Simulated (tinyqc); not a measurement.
The square root of alpha at three temperatures: phonon-assisted absorption at an indirect gap.

alpha(E) = sum_j A_j [N_j (E - Eg + w_j)^2 + (N_j + 1)(E - Eg - w_j)^2], each bracket counted only where its base is positive; N_j = 1/(exp(w_j/kB T) - 1). The first term absorbs a phonon and the second emits one; excitons and direct transitions are left out.

Constants: kB = 8.617333262e-05 eV/K.

Values chosen for the exercise (out of a larger set: loosely those of SiC at room temperature; Eg is not tied to T; not measured data):

| symbol | value | unit | meaning |
|---|---|---|---|
| Eg | 3.256 | eV | indirect gap, held fixed unless listed |
| w | (70.7, 48.1) | meV | two zone-edge phonons |
| A | (3400, 580) | 1/(cm eV^2) | their strengths |

The gap is held fixed, so only the phonon occupations change.

sqrt(alpha) (1/cm^(1/2)):

| E - Eg (eV) | 150 K | 300 K | 600 K |
|---|---|---|---|
| -0.04 | 0.120 | 0.479 | 1.058 |
| -0.02 | 0.220 | 0.831 | 1.813 |
| 0.00 | 0.324 | 1.195 | 2.585 |
| 0.02 | 0.430 | 1.561 | 3.364 |
| 0.04 | 0.537 | 1.929 | 4.144 |
| 0.07 | 0.878 | 2.548 | 5.361 |
| 0.10 | 2.295 | 3.767 | 6.975 |
| 0.15 | 5.377 | 6.759 | 10.492 |
| 0.20 | 8.529 | 10.025 | 14.381 |
| 0.30 | 14.865 | 16.737 | 22.498 |
| 0.45 | 24.386 | 26.917 | 34.928 |
| 0.60 | 33.914 | 37.134 | 47.450 |

What can be read from this table?

Below the gap only phonon absorption acts: at E - Eg = -0.02 eV sqrt(alpha) is 0.220, 0.831 and 1.813 at 150, 300 and 600 K. A straight line through the last two rows meets the axis at E - Eg = +0.0660, +0.0548 and +0.0316 eV: the intercept is roughly a weighted mean of the thresholds, not the gap, and it moves from the emission side towards Eg as the occupations grow. At the last row alpha grows by a factor 1.96 from the lowest to the highest temperature at fixed gap.

Program tinyqc; command `OMP_NUM_THREADS=1 python tinyqc.py 1651615 1651616 out.jsonl`; about 0.01 s on one thread of a shared Intel(R) Xeon(R) Processor @ 2.30GHz.
